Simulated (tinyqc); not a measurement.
# Van der Pauw, Hall and four-point-probe measurements on a doped layer: correction factor against the shape of the sample

A uniform n-type layer with sheet resistance Rs = 1/(q ns mu), point contacts, low field (mu B small).

Rs = 1/(q ns mu). For a rectangle with contacts at the corners, RA = (8 Rs/pi) sum_(k>=0) ln coth((2k + 1) pi a/(2 b)) with current along a short side b and voltage along the opposite one, RB the same with a and b exchanged. ar = a/b. F = Rs/[(pi/ln 2)(RA + RB)/2]; small-asymmetry estimate 1 - (ln 2/2) d^2 - ((ln 2)^2/4 - (ln 2)^3/12) d^4 with d = (RB - RA)/(RB + RA).

Inputs (values chosen for the exercise): sheet density of the layer ns = 2e13 cm^-2; drift mobility mu = 78 cm^2/(V s).

Constants: q = 1.602176634e-19 C. Results are converted to the units shown.

Result of one run:

| ar | RA (ohm) | RB (ohm) | RB/RA | F | estimate of F |
|---|---|---|---|---|---|
| 2.03 | 34.63 | 4608 | 133.1 | 0.3803 | 0.5767 |

What becomes of these results when the side ratio a/b of a rectangular sample with corner contacts ar is changed from 2.03 to 2.71, all else the same?

Result of the changed run:

| ar | RA (ohm) | RB (ohm) | RB/RA | F | estimate of F |
|---|---|---|---|---|---|
| 2.71 | 4.090 | 7314 | 1788 | 0.2413 | 0.5623 |

The whole series:

| ar | RA (ohm) | RB (ohm) | RB/RA | F | estimate of F |
|---|---|---|---|---|---|
| 1 | 882.8 | 882.8 | 1.000 | 1.000 | 1.000 |
| 1.34 | 302.7 | 1978 | 6.536 | 0.7740 | 0.7861 |
| 1.69 | 100.8 | 3281 | 32.55 | 0.5221 | 0.6213 |
| 2.03 | 34.63 | 4608 | 133.1 | 0.3803 | 0.5767 |
| 2.37 | 11.90 | 5957 | 500.6 | 0.2958 | 0.5653 |
| 2.71 | 4.090 | 7314 | 1788 | 0.2413 | 0.5623 |
| 3.06 | 1.362 | 8713 | 6397 | 0.2026 | 0.5614 |
| 3.4 | 0.4680 | 1.007e4 | 2.152e4 | 0.1753 | 0.5612 |

RB/RA rises from 1.00 to 21500 and F falls from 1.00 to 0.175. The estimate is 19 % above F at a/b = 1.69 and 3.20 times it in the last row. RA shrinks about as exp(-pi a/b): by a factor of 2.91 between the last two rows, against 2.91.

Numbers from tinyqc (`OMP_NUM_THREADS=1 python tinyqc.py 2850167 2850168 out.jsonl`; about 0.04 s on one thread of a shared Intel Xeon 2.30GHz).
